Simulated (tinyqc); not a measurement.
# Growth of the error with array size

Square N x N arrays wired as follows: each row is driven at its left end through one segment rw, neighbouring nodes are joined by rw, each column ends in one more rw and a virtual ground. All cells have G = 60.0 uS and all rows V = 0.15 V, so the ideal current is N V G. The nodal equations are solved exactly.

Parameters, values chosen for the exercise:
```
symbol  value  unit                                     meaning
rw         50   ohm  wire resistance between neighbouring cells
```

Growth of the error with array size:
```
N	ideal (uA)	first column (uA)	last column (uA)	error of the last column (%)	100 N^2 rw G
2	18.00	17.76	17.71	-1.624	1.200
4	36.00	34.81	34.20	-4.996	4.800
6	54.00	50.81	48.70	-9.818	10.80
8	72.00	65.54	60.73	-15.65	19.20
12	108.0	90.67	77.08	-28.63	43.20
16	144.0	110.0	84.59	-41.26	76.80
20	180.0	124.1	86.01	-52.22	120.0
```

The error of the last column goes from -1.62 % at N = 2 to -52.2 % at N = 20, as N^(1.65) between N = 4 and 8 and N^(1.06) between the last two rows. The scale N^2 rw G (N segments carrying the current of up to N cells) is 1.23 times the error at N = 8. The last column carries 0.693 of the current of the first at N = 20.

Computed by the program tinyqc: `OMP_NUM_THREADS=1 python tinyqc.py 2880016 2880017 out.jsonl`, one thread of a shared Intel Xeon 2.30GHz, about 0.02 s for the whole run.
